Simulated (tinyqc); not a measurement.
Inside a calculation. Method: RKS/exchange-only LDA in the sto-3g basis, for Be, spin multiplicity 1. One step of it, computed by the program tinyqc.

Question. Iteration 1: building the Kohn-Sham matrix. J_ij = sum D_kl (ij|kl); F = H + J + V_xc; E = tr D H + tr D J / 2 + E_xc + E_nn.

D at the start, lower triangle:
```
            1Be 1s    1Be 2s   1Be 2px   1Be 2py   1Be 2pz
1Be 1s    2.144425
1Be 2s   -0.556515  2.144425
1Be 2px   0.000000  0.000000  0.000000
1Be 2py   0.000000  0.000000  0.000000  0.000000
1Be 2pz   0.000000  0.000000  0.000000  0.000000  0.000000
```

core Hamiltonian H = T + V (hartree), lower triangle:
```
            1Be 1s     1Be 2s    1Be 2px    1Be 2py    1Be 2pz
1Be 1s   -7.867117
1Be 2s   -1.932258  -2.102157
1Be 2px   0.000000   0.000000  -1.634157
1Be 2py   0.000000   0.000000   0.000000  -1.634157
1Be 2pz   0.000000   0.000000   0.000000   0.000000  -1.634157
```

Two-electron integrals (ij|kl) in chemists' order, unique and non-zero (hartree):
```
(11|11) 2.298831   (21|11) 0.392036   (21|21) 0.079539   (22|11) 0.570988
(22|21) 0.143041   (22|22) 0.417683   (31|31) 0.014607   (32|31) 0.021888
(32|32) 0.092265   (33|11) 0.569578   (33|21) 0.143083   (33|22) 0.417589
(33|33) 0.449859   (41|41) 0.014607   (42|41) 0.021888   (42|42) 0.092265
(43|43) 0.024249   (44|11) 0.569578   (44|21) 0.143083   (44|22) 0.417589
(44|33) 0.401360   (44|44) 0.449859   (51|51) 0.014607   (52|51) 0.021888
(52|52) 0.092265   (53|53) 0.024249   (54|54) 0.024249   (55|11) 0.569578
(55|21) 0.143083   (55|22) 0.417589   (55|33) 0.401360   (55|44) 0.401360
(55|55) 0.449859
```

nuclear repulsion = 0 hartree

V_xc (hartree), lower triangle:
```
            1Be 1s     1Be 2s    1Be 2px    1Be 2py    1Be 2pz
1Be 1s   -1.333363
1Be 2s   -0.191204  -0.261170
1Be 2px   0.000000   0.000000  -0.258681
1Be 2py   0.000000   0.000000   0.000000  -0.258681
1Be 2pz   0.000000   0.000000   0.000000   0.000000  -0.258681
```

E_xc = sum of w rho eps_xc = -2.40490567 hartree

Give: Coulomb J; Kohn-Sham matrix F; total energy of this density.

Answer.

Coulomb J (hartree), lower triangle:
```
         1Be 1s  1Be 2s  1Be 2px  1Be 2py  1Be 2pz
1Be 1s    5.718
1Be 2s    1.059   1.961
1Be 2px   0.000   0.000    1.958
1Be 2py   0.000   0.000    0.000    1.958
1Be 2pz   0.000   0.000    0.000    0.000    1.958
```

Kohn-Sham matrix F (hartree), lower triangle:
```
         1Be 1s  1Be 2s  1Be 2px  1Be 2py  1Be 2pz
1Be 1s   -3.483
1Be 2s   -1.065  -0.402
1Be 2px   0.000   0.000    0.065
1Be 2py   0.000   0.000    0.000    0.065
1Be 2pz   0.000   0.000    0.000    0.000    0.065
```

total energy of this density = -13.98872 hartree
